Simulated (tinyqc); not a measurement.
Two-node Weyl semimetal on a cubic lattice and its slab, step by step. Values are carried at full precision from step to step, so a last printed digit may differ when a step is redone from the rounded ones.

H = d.s with dx = t sin kx, dy = t sin ky, dz = m (2 - cos kx - cos ky) + M(kz), M = tz (cos k0 - cos kz), k in 1/a. Nodes at (0, 0, +/-k0). Berry curvature of the lower band along z: Omega = d.(dd/dkx x dd/dky)/(2|d|^3), in the sense curl of i<u|grad u>.

Values chosen for the exercise: t = 0.58 eV (hopping in sx and sy); m = 1.36 eV (mass term); tz = 0.52 eV (hopping along z); k0 = 0.55 1/a (position of the nodes); k = (-0.93, 0.19, 1.44) 1/a (wave vector); N = 6 (layers of the small slab); ky = 0.34 1/a; kz = 0.19 1/a.

## One k point

Form M, d, E = -/+ |d| and Omega.

M(kz) = 0.3755 eV

dx, dy, dz (eV): -0.4649  0.1095  0.9469

|E| = 1.0606 eV
Omega = -0.0467 a^2

## The nodes

Near (0,0,+/-k0): d = (t qx, t qy, +/- tz sin(k0) qz). The chirality is the sign of the product of the three velocities. Each plane of fixed kz with -2m < M < 0 has Chern number -1 in the sense above, so the sum over planes gives sigma_xy of size (e^2/h) 2 k0/(2 pi a).

velocities at +k0 (eV a): 0.5800  0.5800  0.2718

chirality: +k0 1, -k0 -1

|sigma_xy| = 0.1751 e^2/(h a)
M(0) = -0.0767 eV

## The slab at one surface momentum

Slab of N layers along x with hard walls: layer block t sin(ky) sy + (m (2 - cos ky) + M(kz)) sz, block to the next layer t sx/(2i) - m sz/2.

Fill in the matrix.

H (eV):
```
         1+        1-        2+        2-        3+        3-        4+        4-        5+        5-        6+
1+   1.3705  -0.1934i   -0.6800  -0.2900i         0         0         0         0         0         0         0
1-  0.1934i   -1.3705  -0.2900i    0.6800         0         0         0         0         0         0         0
2+  -0.6800   0.2900i    1.3705  -0.1934i   -0.6800  -0.2900i         0         0         0         0         0
2-  0.2900i    0.6800   0.1934i   -1.3705  -0.2900i    0.6800         0         0         0         0         0
3+        0         0   -0.6800   0.2900i    1.3705  -0.1934i   -0.6800  -0.2900i         0         0         0
3-        0         0   0.2900i    0.6800   0.1934i   -1.3705  -0.2900i    0.6800         0         0         0
4+        0         0         0         0   -0.6800   0.2900i    1.3705  -0.1934i   -0.6800  -0.2900i         0
4-        0         0         0         0   0.2900i    0.6800   0.1934i   -1.3705  -0.2900i    0.6800         0
5+        0         0         0         0         0         0   -0.6800   0.2900i    1.3705  -0.1934i   -0.6800
5-        0         0         0         0         0         0   0.2900i    0.6800   0.1934i   -1.3705  -0.2900i
6+        0         0         0         0         0         0         0         0   -0.6800   0.2900i    1.3705
6-        0         0         0         0         0         0         0         0   0.2900i    0.6800   0.1934i

          6-
1+         0
1-         0
2+         0
2-         0
3+         0
3-         0
4+         0
4-         0
5+  -0.2900i
5-    0.6800
6+  -0.1934i
6-   -1.3705
```

## Levels and layer weights of the middle pair

Diagonalise; sum the weights over the two components of each layer.

levels (eV): -2.6128  -2.2631  -1.7560  -1.1879  -0.6632  -0.2771  0.2771  0.6632  1.1879  1.7560  2.2631  2.6128

weights:
```
       layer 1  layer 2  layer 3  layer 4  layer 5  layer 6
lower    0.133    0.246    0.259    0.203    0.118    0.040
upper    0.040    0.118    0.203    0.259    0.246    0.133
```

The matrix belongs to ky = 0.34, kz = 0.19, where the mass m (1 - cos ky) + M(kz) is +0.0105 eV and t sin(ky) = 0.1934 eV. A positive mass binds no surface state: the middle pair is a confined bulk state.

## Checks

- Omega from the formula against a plaquette of side 1e-4: both -0.04671.
- C of the plane kz = 0 against -1: -0.996 against -1.00.

Computed by tinyqc, a small Python program: `OMP_NUM_THREADS=1 python tinyqc.py 1451745 1451746 out.jsonl` (the numbers bound the seed that draws the inputs); one thread of a shared host (Intel(R) Xeon(R) Processor @ 2.30GHz), about 0.2 s for the whole set of steps.
